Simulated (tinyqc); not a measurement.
Three-phonon processes in a diatomic chain: dispersion, energy and momentum conservation, and decay channels of optical phonons: one step, computed by the program tinyqc. Command: `OMP_NUM_THREADS=1 python tinyqc.py 3120754 3120755 out.jsonl threeph walk`. One thread of a shared host (Intel(R) Xeon(R) Processor @ 2.30GHz), about 0.04 s of CPU time with the checks.

Cell length a, two atoms, one spring constant. x = q a/pi runs from -1 to 1; A and O are the acoustic and optical branches. Matrix elements are not computed: only conservation laws and occupation factors are followed.

Task: Decay of the zone-centre phonon. omega^2 = k (1/m + 1/M) -/+ k sqrt((1/m + 1/M)^2 - 4 sin^2(pi x/2)/(m M)); nu = 15.6333042 THz x sqrt(omega^2) for eV/(angstrom^2 u). O(0) -> A(x) + A(-x) needs nu_A(x) = nu_O(0)/2, which gives sin^2(pi x/2) = (3/16)(m + M)^2/(m M). Full width at half maximum Gamma = Gamma_0 (1 + 2 n), n = 1/(exp(h nu_A/(k_B T)) - 1); lifetime = 1/(2 pi c Gamma).

Inputs (values chosen for the exercise, for a model chain):
```
quantity                        value  unit
light mass m                       31     u
heavy mass M                     34.1     u
temperature T                     300     K
zero-temperature width Gamma_0   0.99  1/cm
```

optical top = 17.34995 THz

Constants: h x 1 THz = 4.135667696 meV; k_B = 8.617333262e-05 eV/K; c = 299792458 m/s.

Give: x of the products; their frequency; occupation n; width Gamma; lifetime.

Result:

x of the products = 0.6679

their frequency = 8.675 THz

occupation n = 0.3327

width Gamma = 1.649 1/cm

lifetime = 3.220 ps
